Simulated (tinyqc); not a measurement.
Crystallisation kinetics and data retention of a phase-change cell: retention against temperature.

Johnson-Mehl-Avrami-Kolmogorov law X = 1 - exp(-y^n), y = integral of k dt, k = (1/100 s) exp[-(Ec q/kB)(1/T - 1/T1)].

At fixed T the state fails at t = (-ln(1 - Xf))^(1/n)/k; ten years are 3.15576e8 s.

Values chosen for this exercise; values of the order of Ge-Sb-Te and related chalcogenides: activation energy of crystallisation Ec = 3.04 eV; temperature at which the rate k is 1/(100 s) T1 = 432 K; Avrami exponent n = 2.5; crystalline share at which the state is lost Xf = 0.4.

Constants: q = 1.602176634e-19 C, kB = 1.380649e-23 J/K. Results are converted to the units shown.

Results:
```
T (K)    k (1/s)  time to fail (s)
339    1.865e-12          4.099e11
353    1.156e-10           6.611e9
367     5.233e-9           1.461e8
381     1.789e-7           4.272e6
396     5.969e-6           1.281e5
424     0.002142             356.8
438      0.03061             24.97
452       0.3709             2.061
```

Estimate the missing row, T = 410 K.

Computed row:
```
T (K)   k (1/s)  time to fail (s)
410    1.250e-4              6114
```

With this row back in the table: The time to fail falls from 4.10e11 to 2.06 s, a decade every 7.81 K at the cold end; ten years need T below 364.1 K.

Range of the model: One Arrhenius rate is assumed; incubation, growth from the boundary and the non-Arrhenius kinetics of the supercooled liquid are left out.

Program tinyqc, `OMP_NUM_THREADS=1 python tinyqc.py 2490145 2490146 out.jsonl`; Intel Xeon 2.30GHz, shared host, one thread, about 0.04 s.
